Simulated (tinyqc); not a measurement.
Inside a calculation. Method: RHF in the sto-3g basis, for Li+, spin multiplicity 1. Computed by tinyqc, a small Python program that keeps every step (integrals from PySCF). Settings: charge = 1, multiplicity = 1, basis = sto-3g, energy threshold = 1e-08, iteration cap = 70, orthogonalisation = symmetric, start = core, DIIS depth = 0, method = RHF. Command: `OMP_NUM_THREADS=1 python tinyqc.py 23316 23317 out.jsonl` (the two numbers bound the seeds that draw the settings). One thread of a shared host (Intel(R) Xeon(R) Processor @ 2.60GHz), about 0.05 s of CPU time with the checks. Later iterations appear only in the table of the cycle.

## One-electron integrals

Geometry (angstrom):
```
atom         x         y         z
Li    0.000000  0.000000  0.000000
```

Basis sto-3g: exponents (1/bohr^2) and contraction coefficients of normalised primitives:
```
element  l (shell)   exponent  coefficient
Li           s (1)  16.119575     0.154329
Li           s (1)   2.936201     0.535328
Li           s (1)   0.794651     0.444635
Li           s (2)   0.636290    -0.099967
Li           s (2)   0.147860     0.399513
Li           s (2)   0.048089     0.700115
Li           p (3)   0.636290     0.155916
Li           p (3)   0.147860     0.607684
Li           p (3)   0.048089     0.391957
```

Overlap, kinetic and nuclear-attraction integrals over the contracted functions; the nuclear repulsion is the sum of Za Zb / Rab.

nuclear repulsion = 0 hartree

overlap S, lower triangle:
```
           1Li 1s    1Li 2s   1Li 2px   1Li 2py   1Li 2pz
1Li 1s   1.000000
1Li 2s   0.241137  1.000000
1Li 2px  0.000000  0.000000  1.000000
1Li 2py  0.000000  0.000000  0.000000  1.000000
1Li 2pz  0.000000  0.000000  0.000000  0.000000  1.000000
```

kinetic energy T (hartree), lower triangle:
```
            1Li 1s    1Li 2s   1Li 2px   1Li 2py   1Li 2pz
1Li 1s    3.576786
1Li 2s   -0.020237  0.102163
1Li 2px   0.000000  0.000000  0.319682
1Li 2py   0.000000  0.000000  0.000000  0.319682
1Li 2pz   0.000000  0.000000  0.000000  0.000000  0.319682
```

nuclear attraction V (hartree), lower triangle:
```
            1Li 1s     1Li 2s    1Li 2px    1Li 2py    1Li 2pz
1Li 1s   -7.982881
1Li 2s   -0.964343  -1.206923
1Li 2px   0.000000   0.000000  -1.197261
1Li 2py   0.000000   0.000000   0.000000  -1.197261
1Li 2pz   0.000000   0.000000   0.000000   0.000000  -1.197261
```

core Hamiltonian H = T + V (hartree), lower triangle:
```
            1Li 1s     1Li 2s    1Li 2px    1Li 2py    1Li 2pz
1Li 1s   -4.406095
1Li 2s   -0.984581  -1.104759
1Li 2px   0.000000   0.000000  -0.877579
1Li 2py   0.000000   0.000000   0.000000  -0.877579
1Li 2pz   0.000000   0.000000   0.000000   0.000000  -0.877579
```

## Two-electron integrals

Functions are numbered as in S; the eight-fold symmetry (ij|kl) = (ji|kl) = (kl|ij) leaves the list below.

Two-electron integrals (ij|kl) in chemists' order, unique and non-zero (hartree):
```
(11|11) 1.680395   (21|11) 0.265420   (21|21) 0.049941   (22|11) 0.397727
(22|21) 0.092860   (22|22) 0.290562   (31|31) 0.008981   (32|31) 0.013788
(32|32) 0.064184   (33|11) 0.396640   (33|21) 0.092880   (33|22) 0.290497
(33|33) 0.312946   (41|41) 0.008981   (42|41) 0.013788   (42|42) 0.064184
(43|43) 0.016869   (44|11) 0.396640   (44|21) 0.092880   (44|22) 0.290497
(44|33) 0.279207   (44|44) 0.312946   (51|51) 0.008981   (52|51) 0.013788
(52|52) 0.064184   (53|53) 0.016869   (54|54) 0.016869   (55|11) 0.396640
(55|21) 0.092880   (55|22) 0.290497   (55|33) 0.279207   (55|44) 0.279207
(55|55) 0.312946
```

## Orthogonalisation

S = U s U^T; symmetric (Loewdin) form X = U s^(-1/2) U^T, so that X^T S X = 1.

eigenvalues of S: 0.758863  1.000000  1.000000  1.000000  1.241137

X, lower triangle:
```
            1Li 1s    1Li 2s   1Li 2px   1Li 2py   1Li 2pz
1Li 1s    1.022776
1Li 2s   -0.125161  1.022776
1Li 2px   0.000000  0.000000  1.000000
1Li 2py   0.000000  0.000000  0.000000  1.000000
1Li 2pz   0.000000  0.000000  0.000000  0.000000  1.000000
```

## Starting guess

The start is the orbitals of the core Hamiltonian; D = 2 C_occ C_occ^T.

D at the start, lower triangle:
```
            1Li 1s    1Li 2s   1Li 2px   1Li 2py   1Li 2pz
1Li 1s    2.021989
1Li 2s   -0.047953  0.001137
1Li 2px   0.000000  0.000000  0.000000
1Li 2py   0.000000  0.000000  0.000000  0.000000
1Li 2pz   0.000000  0.000000  0.000000  0.000000  0.000000
```

## Iteration 1: building the Fock matrix

J_ij = sum D_kl (ij|kl), K_ij = sum D_kl (ik|jl); F = H + J - 0.5 K; E = tr D H + tr D J / 2 - 0.25 tr D K + E_nn.

Coulomb J (hartree), lower triangle:
```
           1Li 1s    1Li 2s   1Li 2px   1Li 2py   1Li 2pz
1Li 1s   3.372738
1Li 2s   0.531993  0.795624
1Li 2px  0.000000  0.000000  0.793424
1Li 2py  0.000000  0.000000  0.000000  0.793424
1Li 2pz  0.000000  0.000000  0.000000  0.000000  0.793424
```

exchange K (hartree), lower triangle:
```
           1Li 1s    1Li 2s   1Li 2px   1Li 2py   1Li 2pz
1Li 1s   3.372342
1Li 2s   0.515316  0.092406
1Li 2px  0.000000  0.000000  0.016911
1Li 2py  0.000000  0.000000  0.000000  0.016911
1Li 2pz  0.000000  0.000000  0.000000  0.000000  0.016911
```

Fock matrix F (hartree), lower triangle:
```
            1Li 1s     1Li 2s    1Li 2px    1Li 2py    1Li 2pz
1Li 1s   -2.719528
1Li 2s   -0.710245  -0.355338
1Li 2px   0.000000   0.000000  -0.092611
1Li 2py   0.000000   0.000000   0.000000  -0.092611
1Li 2pz   0.000000   0.000000   0.000000   0.000000  -0.092611
```

total energy of this density = -7.12352482 hartree

## Iteration 1: diagonalisation and new density

Diagonalise F' = X^T F X, C = X C', fill 1 alpha and 1 beta electrons from the bottom; D = 2 C_occ C_occ^T. Each column has its largest component positive (the first on a tie).

F' = X^T F X (hartree), lower triangle:
```
           1          2          3          4          5
1  -2.668548
2  -0.360474  -0.232472
3   0.000000   0.000000  -0.092611
4   0.000000   0.000000   0.000000  -0.092611
5   0.000000   0.000000   0.000000   0.000000  -0.092611
```

orbital energies (hartree): MO1 -2.720769, MO2 -0.180251, MO3 -0.092611, MO4 -0.092611, MO5 -0.092611

coefficients C:
```
              MO1        MO2       MO3       MO4       MO5
1Li 1s   0.994265  -0.270505  0.000000  0.000000  0.000000
1Li 2s   0.022769   1.030154  0.000000  0.000000  0.000000
1Li 2px  0.000000   0.000000  1.000000  0.000000  0.000000
1Li 2py  0.000000   0.000000  0.000000  1.000000  0.000000
1Li 2pz  0.000000   0.000000  0.000000  0.000000  1.000000
```

D after iteration 1, lower triangle:
```
           1Li 1s    1Li 2s   1Li 2px   1Li 2py   1Li 2pz
1Li 1s   1.977128
1Li 2s   0.045276  0.001037
1Li 2px  0.000000  0.000000  0.000000
1Li 2py  0.000000  0.000000  0.000000  0.000000
1Li 2pz  0.000000  0.000000  0.000000  0.000000  0.000000
```

Within a degenerate level the vectors are fixed only up to a rotation; this is one choice.

## Iteration 2: building the Fock matrix

As before.

Coulomb J (hartree), lower triangle:
```
           1Li 1s    1Li 2s   1Li 2px   1Li 2py   1Li 2pz
1Li 1s   3.346803
1Li 2s   0.529389  0.795067
1Li 2px  0.000000  0.000000  0.792919
1Li 2py  0.000000  0.000000  0.000000  0.792919
1Li 2pz  0.000000  0.000000  0.000000  0.000000  0.792919
```

exchange K (hartree), lower triangle:
```
           1Li 1s    1Li 2s   1Li 2px   1Li 2py   1Li 2pz
1Li 1s   3.346442
1Li 2s   0.545135  0.107451
1Li 2px  0.000000  0.000000  0.019072
1Li 2py  0.000000  0.000000  0.000000  0.019072
1Li 2pz  0.000000  0.000000  0.000000  0.000000  0.019072
```

Fock matrix F (hartree), lower triangle:
```
            1Li 1s     1Li 2s    1Li 2px    1Li 2py    1Li 2pz
1Li 1s   -2.732513
1Li 2s   -0.727759  -0.363418
1Li 2px   0.000000   0.000000  -0.094196
1Li 2py   0.000000   0.000000   0.000000  -0.094196
1Li 2pz   0.000000   0.000000   0.000000   0.000000  -0.094196
```

total energy of this density = -7.13525938 hartree

## Iteration 2: diagonalisation and new density

As before.

F' = X^T F X (hartree), lower triangle:
```
           1          2          3          4          5
1  -2.677773
2  -0.376373  -0.236643
3   0.000000   0.000000  -0.094196
4   0.000000   0.000000   0.000000  -0.094196
5   0.000000   0.000000   0.000000   0.000000  -0.094196
```

orbital energies (hartree): MO1 -2.734485, MO2 -0.179931, MO3 -0.094196, MO4 -0.094196, MO5 -0.094196

coefficients C:
```
              MO1        MO2       MO3       MO4       MO5
1Li 1s   0.992711  -0.276155  0.000000  0.000000  0.000000
1Li 2s   0.028627   1.030008  0.000000  0.000000  0.000000
1Li 2px  0.000000   0.000000  1.000000  0.000000  0.000000
1Li 2py  0.000000   0.000000  0.000000  1.000000  0.000000
1Li 2pz  0.000000   0.000000  0.000000  0.000000  1.000000
```

D after iteration 2, lower triangle:
```
           1Li 1s    1Li 2s   1Li 2px   1Li 2py   1Li 2pz
1Li 1s   1.970950
1Li 2s   0.056837  0.001639
1Li 2px  0.000000  0.000000  0.000000
1Li 2py  0.000000  0.000000  0.000000  0.000000
1Li 2pz  0.000000  0.000000  0.000000  0.000000  0.000000
```

Within a degenerate level the vectors are fixed only up to a rotation; this is one choice.

## Iteration 6 (converged): orbitals

converged F (hartree), lower triangle:
```
            1Li 1s     1Li 2s    1Li 2px    1Li 2py    1Li 2pz
1Li 1s   -2.734678
1Li 2s   -0.730292  -0.364720
1Li 2px   0.000000   0.000000  -0.094515
1Li 2py   0.000000   0.000000   0.000000  -0.094515
1Li 2pz   0.000000   0.000000   0.000000   0.000000  -0.094515
```

As before.

F' = X^T F X (hartree), lower triangle:
```
           1          2          3          4          5
1  -2.679410
2  -0.378619  -0.237390
3   0.000000   0.000000  -0.094515
4   0.000000   0.000000   0.000000  -0.094515
5   0.000000   0.000000   0.000000   0.000000  -0.094515
```

orbital energies (hartree): MO1 -2.736765, MO2 -0.180035, MO3 -0.094515, MO4 -0.094515, MO5 -0.094515

coefficients C:
```
              MO1        MO2       MO3       MO4       MO5
1Li 1s   0.992493  -0.276937  0.000000  0.000000  0.000000
1Li 2s   0.029439   1.029985  0.000000  0.000000  0.000000
1Li 2px  0.000000   0.000000  1.000000  0.000000  0.000000
1Li 2py  0.000000   0.000000  0.000000  1.000000  0.000000
1Li 2pz  0.000000   0.000000  0.000000  0.000000  1.000000
```

D after iteration 6, lower triangle:
```
           1Li 1s    1Li 2s   1Li 2px   1Li 2py   1Li 2pz
1Li 1s   1.970085
1Li 2s   0.058435  0.001733
1Li 2px  0.000000  0.000000  0.000000
1Li 2py  0.000000  0.000000  0.000000  0.000000
1Li 2pz  0.000000  0.000000  0.000000  0.000000  0.000000
```

Within a degenerate level the vectors are fixed only up to a rotation; this is one choice.

## Convergence

Stop when the energy changes by less than 1e-08 hartree and every element of the error matrix X^T (F D S - S D F) X is below 3e-05.

Course of the cycle:
```
iteration  E (hartree)     change  largest element of the error matrix
1          -7.12352482          -                             2.30e-01
2          -7.13525938  -1.17e-02                             2.91e-02
3          -7.13544484  -1.85e-04                             3.54e-03
4          -7.13544759  -2.75e-06                             4.30e-04
5          -7.13544763  -4.05e-08                             5.21e-05
6          -7.13544763  -5.94e-10                             6.31e-06
```

PySCF RHF in the same basis = -7.13544763 hartree

Converged in 6 iterations.

## Populations

Mulliken: Z minus the diagonal of D S on the atom; Loewdin: the same with S^(1/2) D S^(1/2).

Charges (e):
```
atom  Mulliken   Loewdin
1Li   1.000000  1.000000
```
